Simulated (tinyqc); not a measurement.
Singlet against triplet in a field: parabolic quantum dot in a magnetic field (Fock-Darwin).

Two dimensions, V = m w0^2 r^2/2, one valley. hbar wc = 2 muB B/m, W = sqrt(w0^2 + wc^2/4), E(n, l, s) = (2n + |l| + 1) hbar W - l hbar wc/2 + s gs muB B, n = 0, 1, ..., l = 0, +/-1, ..., s = +/-1/2; length lam = sqrt(2c/(m hbar W)), c = hbar^2/2m0.

Two electrons, first order in the Coulomb energy: the singlet (0,0)^2 has 2W + J0 and the lowest triplet (0,0)(0,1) has 3W - wc/2 + J0/2 - Ez, with J0 = sqrt(pi/2) q/(eps lam), q = e^2/(4 pi eps0), Ez = |gs| muB B.

Exact treatment: the centre of mass separates with energy W, and the relative motion obeys [-(2c/m) Laplacian + (2c/m) r^2/(2 lam^2)^2 + q/(eps r)] psi = e_l psi for angular number l, solved in 14 Gaussians r^l exp(-a r^2), a = 1.7^i/(4 lam^2), i = -3 to 10. E(S) = W + e_0, E(T) = W + e_1 - wc/2 - Ez.

Constants: muB = 5.788381798e-05 eV/T; hbar^2/2m0 = 3.80998211 eV angstrom^2; e^2/(4 pi eps0) = 14.39964547 eV angstrom.

Values chosen for the exercise (near those of a gate-defined dot in Si; not measured data):

| symbol | value | unit | meaning |
|---|---|---|---|
| m | 0.1919 | m0 | mass |
| gs | 2.07 |  | g factor |
| w0 | 2.9 | meV | confinement energy hbar w0 |
| eps | 11.5 |  | dielectric constant |
| Bs | (0, 1.2, 2.4, 3.8, 5.8, 8.7, 12) | T | fields |

For each field, first order and exact.

Energies (meV):

| B (T) | J0 | W - wc/2 | Ez | E(T) - E(S), first order | exact |
|---|---|---|---|---|---|
| 0 | 13.411 | 2.900 | 0.000 | -3.806 | 0.83 |
| 1.2 | 13.463 | 2.561 | 0.144 | -4.315 | 0.33 |
| 2.4 | 13.616 | 2.265 | 0.288 | -4.830 | -0.15 |
| 3.8 | 13.907 | 1.972 | 0.455 | -5.437 | -0.69 |
| 5.8 | 14.493 | 1.637 | 0.695 | -6.304 | -1.42 |
| 8.7 | 15.575 | 1.287 | 1.042 | -7.543 | -2.43 |
| 12 | 16.961 | 1.018 | 1.438 | -8.900 | -3.51 |

What can be read from this table?

Exactly, the triplet drops below the singlet between 1.2 and 2.4 T. First order has the triplet lower even at zero field, which the exact solution forbids; with J0/W = 4.62 at zero field it misses the splitting there by 4.64 meV. From the first row to the last the orbital cost falls by 1.88 meV, the Coulomb gain J0/2 (half direct, half exchange) grows by 1.77 meV and the Zeeman gain by 1.44 meV. States of higher angular number, which take over at higher fields, in soft dots already within such a table, are left out.

Program tinyqc; command `OMP_NUM_THREADS=1 python tinyqc.py 1280608 1280609 out.jsonl`; about 0.08 s on one thread of a shared Intel(R) Xeon(R) Processor @ 2.30GHz.
